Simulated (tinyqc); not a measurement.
Ways to converge the cycle: SCF convergence aids in the sto-3g basis, for H2+, spin multiplicity 2. Computed by the program tinyqc with PySCF. 

Geometry (angstrom):
```
atom,x,y,z
H,0.0000,0.0000,0.0000
H,0.0000,0.0000,1.1240
```

lowest solution found by these runs and by PySCF with stability checks = -0.581755 hartree

UHF with one setting changed at a time; a run stops when the energy changes by less than 1e-09 hartree and the error matrix is below 1e-5. The start is random orbitals. Damping d keeps d of the old density; a shift (hartree) raises the virtual levels; DIIS n extrapolates F over n matrices.

Largest element of the error matrix X^T (FDS - SDF) X:
```
iteration,plain,damping 0.3,damping 0.6,shift 0.4,DIIS 3,DIIS 8
1,2.0e-01,2.0e-01,2.0e-01,2.0e-01,2.0e-01,2.0e-01
2,1.7e-01,1.8e-01,1.9e-01,2.1e-01,1.7e-01,1.7e-01
3,9.2e-02,1.3e-01,1.7e-01,1.7e-01,8.6e-16,8.6e-16
4,4.5e-02,8.8e-02,1.4e-01,1.3e-01,1.0e-16,1.0e-16
5,2.2e-02,5.8e-02,1.2e-01,8.5e-02,-,-
6,1.0e-02,3.7e-02,9.6e-02,5.6e-02,-,-
8,2.4e-03,1.5e-02,6.2e-02,2.4e-02,-,-
10,5.6e-04,6.1e-03,3.9e-02,1.0e-02,-,-
14,2.9e-05,9.9e-04,1.6e-02,1.8e-03,-,-
20,-,6.6e-05,3.8e-03,1.3e-04,-,-
30,-,-,3.7e-04,-,-,-
45,-,-,1.1e-05,-,-,-
```

How each run ends:
```
run,iterations,E (hartree),state
plain,16,-0.581755,lowest found
damping 0.3,25,-0.581755,lowest found
damping 0.6,46,-0.581755,lowest found
shift 0.4,27,-0.581755,lowest found
DIIS 3,4,-0.581755,lowest found
DIIS 8,4,-0.581755,lowest found
```

6 of 6 runs reach the lowest solution found, in 4 to 46 iterations (fastest: DIIS 3, DIIS 8). Plain steps already contract here, so damping only slows them. DIIS 3 and DIIS 8 gain by cancelling the error over several earlier matrices, much as a quasi-Newton step does.
